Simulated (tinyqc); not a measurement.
Donor near an oxide interface in a gate field (two-state model), step by step. Values are carried at full precision from step to step, so a last printed digit may differ when a step is redone from the rounded ones.

Interface at z = 0 (hard wall), donor at z = d, field F pulling electrons to the interface: potential e F z; 1 kV/cm = 1e-5 eV/angstrom, c = hbar^2/2m0, q = e^2/(4 pi eps0), Q = (eps - eo)/(eps + eo). Donor state: E_D = e F d - ED - q Q/(4 eps d), the last term joining the images of ion and electron. Interface state: z exp(-b z/2) exp(-rho^2/(2 L^2)) with E_z = c b^2/(4 mz) + 3 e F/b + q Q b/(8 eps), minimised over b; in the plane at z = 3/b the ion (distance D = d - 3/b) and its image (D' = d + 3/b) give E_rho = c/(mt L^2) - (q/eps)(sqrt(pi)/L)[erfcx(D/L) + Q erfcx(D'/L)], erfcx(x) = exp(x^2) erfc(x), minimised over L. E_I = E_z + E_rho.

Constants: hbar^2/2m0 = 3.80998211 eV angstrom^2; e^2/(4 pi eps0) = 14.39964547 eV angstrom.

Inputs chosen for the exercise (near those of a donor in Si below Si3N4, static dielectric constants; shifted at random, so the results belong to these values and not to a real crystal):
- d = 80 angstrom (depth of the donor)
- ED = 45.2 meV (bulk binding energy)
- mz = 0.917 m0 (mass across the interface)
- mt = 0.19 m0 (mass in the plane)
- eps = 11.5 (dielectric constant of the semiconductor)
- eo = 7.5 (dielectric constant of the oxide)
- F = 94.1 kV/cm (field in the semiconductor)
- aD = 21.3 angstrom (donor radius)
- v = 0.53 (valley factor)

## The interface state across the interface

Solve c b/(2 mz) - 3 e F/b^2 + q Q/(8 eps) = 0; give Q, b, the three terms of E_z and <z> = 3/b.

Q = 0.2105
b = 0.10572 1/angstrom

kinetic, field and image terms (meV): 11.61  26.70  3.48

<z> = 28.4 angstrom

The image pushes the electron away from the oxide; without it <z> would be 27.1 angstrom.

## Binding in the plane

Give D, D', the best L, both terms and E_rho.

D, D' (angstrom): 51.6  108.4

L = 70.9 angstrom

kinetic and Coulomb terms (meV): 3.99  -18.22

E_rho = -14.22 meV

The bottom of the well lies at -26.7 meV, so the level is 47 % of the way up; L/D = 1.37. Above the critical field the ionised donor would thus still hold its electron as a dot at the interface.

## Where the electron sits

The two states couple by t = t0 exp(-D/aD) with t0 = q/(eps aD) (2 aD/L) sqrt(aD b/2) v, v a valley factor; this form is an estimate. With detuning u = E_D - E_I the splitting is sqrt(u^2 + 4 t^2) and the lower state has weight (1 - u/sqrt(u^2 + 4 t^2))/2 on the donor.

Give E_D, E_I, t, the splitting and the donor weight.

E_D, E_I (meV): 29.26  27.57

t = 1.76 meV
splitting = 3.90 meV
donor weight = 0.284

The electron is shared; the contact hyperfine coupling scales with the donor weight. With this t, the tunnelling time pi hbar/(2t) at a crossing would be 0.587 ps (hbar = 6.58212e-16 eV s); here the detuning is 0.957 t.

## Critical field

Find F at which E_D = E_I; compare the rule e F d = ED. The crossing width is 4t/(e D), with t and D formed anew at that field.

critical field = 90.7 kV/cm
ED/(e d) = 56.5 kV/cm
width = 14 kV/cm

The confinement energy E_z = 40.8 meV raises the field needed and the attraction E_rho = -14.3 meV lowers it; the result is 1.61 times the simple rule.

## Checks

- E_z without images against 1.5 x 6^(2/3)/2 (c (e F)^2/mz)^(1/3), meV: both 38.23.
- E_rho from the radial equation in the full Coulomb well against the Gaussian trial function, meV: -14.4 against -14.2.

Run: tinyqc, `OMP_NUM_THREADS=1 python tinyqc.py 1281010 1281011 out.jsonl`; Intel(R) Xeon(R) Processor @ 2.30GHz, one thread, shared host; about 0.1 s of CPU time with all checks.
